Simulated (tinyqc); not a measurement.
Rotating the field: cyclotron resonance of ellipsoidal valleys, Ge type.

Valleys along [111], [-111], [1-11], [11-1], mass ml along the axis and mt across it. B lies in the (1-10) plane, b = (sin(theta)/sqrt2, sin(theta)/sqrt2, cos(theta)). For the angle phi between B and the axis, 1/mc^2 = cos^2(phi)/mt^2 + sin^2(phi)/(mt ml). Resonance: h nu = 2 muB B/mc, h = 2 pi hbar.

Parameters, chosen for this exercise (out of a larger set: near those of Ge; not measured data):

| symbol | value | unit | meaning |
|---|---|---|---|
| ml | 1.594 | m0 | longitudinal mass |
| mt | 0.082 | m0 | transverse mass |
| ths | (0, 10, 25, 35, 55, 70, 90) | degrees | angles |

mc against theta; [-111] and [1-11] stay equal in this plane.

Cyclotron masses (m0):

| theta (degrees) | [111] | [-111] | [11-1] |
|---|---|---|---|
| 0 | 0.1352 | 0.1352 | 0.1352 |
| 10 | 0.1126 | 0.1370 | 0.1732 |
| 25 | 0.0937 | 0.1470 | 0.2871 |
| 35 | 0.0868 | 0.1597 | 0.3615 |
| 55 | 0.0820 | 0.2080 | 0.2053 |
| 70 | 0.0848 | 0.2757 | 0.1368 |
| 90 | 0.0992 | 0.3615 | 0.0992 |

What can be read from this table?

All valleys give one line at theta = 0, B along [001], with mc = 0.1352. The [111] valley reaches mt at 54.7 degrees, and [11-1] reaches its largest value sqrt(ml mt) = 0.3615 at 35.3 degrees, where B is perpendicular to it; the listed maximum of that branch is 0.3615. The pair [-111], [1-11] reaches the same value at 90 degrees.

tinyqc: `OMP_NUM_THREADS=1 python tinyqc.py 1252089 1252090 out.jsonl`; about 0.01 s, one thread, shared Intel(R) Xeon(R) Processor @ 2.30GHz.
